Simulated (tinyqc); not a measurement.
Strain-driven crossing of the Gamma and L valleys in a germanium-like crystal: one step. The strain tensor for a uniaxial [100] load.

Biaxial loads: e0 is the in-plane strain e_par and the normal is free. (001): e_perp = -2 (C12/C11) e_par; exx = eyy = e_par, ezz = e_perp, no shear. (111): e_perp = -(2 C11 + 4 C12 - 4 C44)/(C11 + 2 C12 + 4 C44) e_par; exx = eyy = ezz = (2 e_par + e_perp)/3 and exy = eyz = ezx = (e_perp - e_par)/3. (110): e_perp = -(C11 + 3 C12 - 2 C44)/(C11 + C12 + 2 C44) e_par; exx = eyy = (e_par + e_perp)/2, ezz = e_par, exy = (e_perp - e_par)/2, eyz = ezx = 0. Uniaxial loads: a stress along n, scaled so that n.e.n = e0, with exx = s11 sxx + s12 (syy + szz), exy = s44 sxy/2, s11 = (C11 + C12)/((C11 - C12)(C11 + 2 C12)), s12 = -C12/((C11 - C12)(C11 + 2 C12)), s44 = 1/C44.

Parameters, chosen for this exercise (near those of Ge, gaps at low temperature; the results hold for these values, not for the real material): C11 = 126.6 GPa; C12 = 48.9 GPa; C44 = 65.9 GPa; load = uniaxial [100] (kind of strain); e0 = 0.0439 (size of the strain).

Task: Form the tensor and its trace.

Give: strain tensor in the cubic axes; tr(e).

Result:

strain tensor in the cubic axes:
```
          x          y          z
x  0.043900   0.000000   0.000000
y  0.000000  -0.012232   0.000000
z  0.000000   0.000000  -0.012232
```

tr(e) = 0.019436

tinyqc: `OMP_NUM_THREADS=1 python tinyqc.py 1081362 1081363 out.jsonl`; about 0.01 s, one thread, shared Intel(R) Xeon(R) Processor @ 2.30GHz.
